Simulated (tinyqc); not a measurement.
Hexagonal on-chip spiral inductor, lumped pi model: one step of the calculation.

Outer diameter do = di + 2 n wd + 2 (n - 1) sp, mean da = (do + di)/2, fill p = (do - di)/(do + di), length l = 3.464 n da. L = 2.33 mu0 n^2 da/(1 + 3.82 p), mu0 = 4 pi 1e-7 H/m. Rs = rho l/(wd delta (1 - exp(-th/delta))), delta = sqrt(rho/(pi f mu0)). Cs = n wd^2 eps0 eo/hu across the coil. At each end Cox = l wd eps0 eo/(2 ho) leads to the substrate branch Rsi = 2 rs he/(l wd) in parallel with Csi = l wd eps0 11.7/(2 he). With one end grounded Y = 1/(Rs + i w L) + i w Cs + 1/[1/(i w Cox) + 1/(1/Rsi + i w Csi)], w = 2 pi f; Q = -Im Y/Re Y. Eddy currents in neighbouring turns and in the substrate are left out.

Problem. Geometry and model elements. do, l, L, delta, Rs, Cs, Cox, Rsi and Csi as defined.

Values chosen for this exercise; values of the order met in silicon radio-frequency processes:
- n = 1.5 (number of turns)
- wd = 10 um (line width)
- sp = 2 um (space between turns)
- di = 140 um (inner diameter)
- th = 3 um (metal thickness)
- rho = 3 uohm cm (metal resistivity)
- ho = 6.7 um (oxide below the coil)
- hu = 1.3 um (oxide between coil and underpass)
- eo = 3 (relative permittivity of the oxide)
- rs = 100 ohm cm (substrate resistivity)
- he = 50 um (effective spreading depth in the substrate)
- f = 5.1 GHz (frequency)

Constants: eps0 = 8.8541878128e-12 F/m. Results are converted to the units shown.

Wanted: do; l; L; delta; Rs; Cs; Cox; Rsi; Csi.

Solution.

do = 172.00 um
l = 810.58 um
L = 0.73841 nH
delta = 1.2207 um
Rs = 2.1787 ohm
Cs = 3.0649 fF
Cox = 16.068 fF
Rsi = 12337 ohm
Csi = 8.3971 fF

Computed by the program tinyqc: `OMP_NUM_THREADS=1 python tinyqc.py 2302215 2302216 out.jsonl`, one thread of a shared Intel Xeon 2.30GHz, about 0.01 s for the whole run.
